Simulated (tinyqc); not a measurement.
CMOS latch-up, two-transistor model: two steps of the calculation.

A parasitic pnp (emitter at Vdd, base shunted by Rw) and npn (emitter at ground, base shunted by Rs) feed each other: the npn collector current flows out of the pnp base node, the pnp collector current into the npn base node. Forward-active transistors with constant gains: Icn = Isn exp(Vn/Vt), Icp = Isp (exp(Vp/Vt) - 1). A current Ii is injected into the npn base node.

Values chosen for this exercise; values close to those of bulk CMOS:
```
symbol,value,unit,meaning
T,300,K,temperature
bn,18,,current gain of the npn
bp,5.2,,current gain of the pnp
Isn,4.5e-15,A,saturation current of the npn at T
Isp,7.7e-15,A,saturation current of the pnp at T
Rs,700,ohm,substrate resistance shunting the npn
Rw,1200,ohm,well resistance shunting the pnp
R2,230,ohm,resistance from the pnp collector to the npn base
Von,0.67,V,base-emitter voltage in the on state
Vsat,0.13,V,saturation voltage
Vdd,1.2,V,supply voltage
Ii,0.821,mA,current injected into the substrate
```

Constants: q = 1.602176634e-19 C, kB = 1.380649e-23 J/K, Vt = kB T/q. Results are converted to the units shown.

Problem 1. Holding current and voltage. On state with both base-emitter voltages at Von: npn base current Ib = (Von/Rs + bp Von/Rw)/(bn bp - 1), holding current Ih = (bn + 1) Ib + Von/Rs, holding voltage Vh = Vsat + Von + R2 (Ib + Von/Rs).

Give: bn bp; Ib; Ih; Vh.

Solution 1.

bn bp = 93.600
Ib = 0.041690 mA
Ih = 1.7492 mA
Vh = 1.0297 V

Vh is below Vdd = 1.2 V, so the supply can sustain a latched state.

Problem 2. The off branch. Node equations: Vp/Rw + Icp/bp = Icn and Vn/Rs + Icn/bn = Icp + Ii. Loop gain G = gn gp/[(1/Rw + gp/bp)(1/Rs + gn/bn)], gn = Icn/Vt, gp = (Icp + Isp)/Vt; the off state ends where G = 1, and Ii there is the trigger current. For each Vn: Icn, then Vp from the first equation, then Ii from the second.

Vn, point 0 to 7 (V): [0.453, 0.533, 0.583, 0.613, 0.633, 0.653, 0.668, 0.683]

Give: Icn; Vp; Icp; Ii; G.

Solution 2.

Icn, point 0 to 7 (mA): [1.833e-4, 0.004048, 0.02800, 0.08936, 0.1937, 0.4199, 0.7501, 1.340]
Vp, point 0 to 7 (V): [2.200e-4, 0.004857, 0.03360, 0.1072, 0.2324, 0.5034, 0.6623, 0.6970]
Icp, point 0 to 7 (mA): [6.581e-14, 1.592e-12, 2.055e-11, 4.798e-10, 6.186e-8, 0.002200, 1.030, 3.948]
Ii, point 0 to 7 (mA): [0.6472, 0.7617, 0.8344, 0.8807, 0.9150, 0.9540, -0.03449, -2.897]
G, point 0 to 7: [1.789e-12, 4.699e-11, 9.540e-10, 4.827e-8, 1.166e-5, 0.6979, 44.76, 60.84]

Ii peaks at 0.9542 mA, at Vn = 0.6535 V where G = 1; beyond it the loop feeds itself.

Program tinyqc, `OMP_NUM_THREADS=1 python tinyqc.py 2670071 2670072 out.jsonl`; Intel Xeon 2.30GHz, shared host, one thread, about 0.04 s.
